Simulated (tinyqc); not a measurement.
A chain with uneven site energies and dephasing by Buettiker voltage probes: two steps of the calculation.

Sites 1 to 5 form a chain with hopping -t. Lead L joins site 1 and lead R site 5, both semi-infinite chains with hopping -t and site energy 0. Every site carries a probe with self-energy -i Gamma_p/2 that draws no net current. Linear response at zero temperature: mu_L = 1, mu_R = 0 in units of the bias.

Parameters, values chosen for the exercise:
```
symbol                              value  unit                      meaning
t                                     2.5    eV  hopping (matrix element -t)
U       [-1.57, -2.57, 2.99, -0.52, -1.4]    eV         site energies 1 to N
E                                   -1.46    eV                 Fermi energy
gp                                    1.2    eV     probe broadening Gamma_p
```

Task 1. Green function. Sigma = t^2 g(E), g(x) = (x - i sqrt(4 t^2 - x^2))/(2 t^2) for |x| < 2 t and (x - sign(x) sqrt(x^2 - 4 t^2))/(2 t^2) otherwise; Gamma = -2 Im Sigma; G = (E - H - Sigma_L - Sigma_R + i Gamma_p/2)^(-1).

Give: Sigma; Gamma; G.

Result 1.

Sigma = -0.730-2.391i eV
Gamma = 4.782 eV

G (1/eV):
```
                 1                2                3                4
1  -0.0577-0.2222i   0.1535+0.1437i   0.0240+0.1215i  -0.0816+0.0669i
2   0.1535+0.1437i   0.1204-0.2320i   0.1373-0.0696i   0.1074+0.0751i
3   0.0240+0.1215i   0.1373-0.0696i  -0.1017-0.1236i   0.0519-0.1260i
4  -0.0816+0.0669i   0.1074+0.0751i   0.0519-0.1260i  -0.0452-0.3118i
5  -0.0387-0.0768i  -0.0789+0.0721i   0.0910+0.0638i   0.2562+0.0196i

                 5
1  -0.0387-0.0768i
2  -0.0789+0.0721i
3   0.0910+0.0638i
4   0.2562+0.0196i
5   0.0100-0.1179i
```

Task 2. Current at both leads. In units of (2 q^2/h) times the bias, T_RL + sum_p T_pL (1 - mu_p) leaves L and T_RL + sum_p T_pR mu_p enters R.

T_RL = 0.16919912

```
probe        T_pL        T_pR        mu_p
1      0.30247523  0.04245819  0.80693097
2      0.25382129  0.06556872  0.73296770
3      0.08809758  0.07087566  0.55363994
4      0.06382488  0.37900380  0.23832275
5      0.04245819  0.08035370  0.36386598
```

Give: current leaving L; current entering R.

Result 2.

current leaving L = 0.41032
current entering R = 0.41032

The two are equal: the probes conserve the current.

Numbers from tinyqc (`OMP_NUM_THREADS=1 python tinyqc.py 2700024 2700025 out.jsonl`; about 0.01 s on one thread of a shared Intel Xeon 2.30GHz).
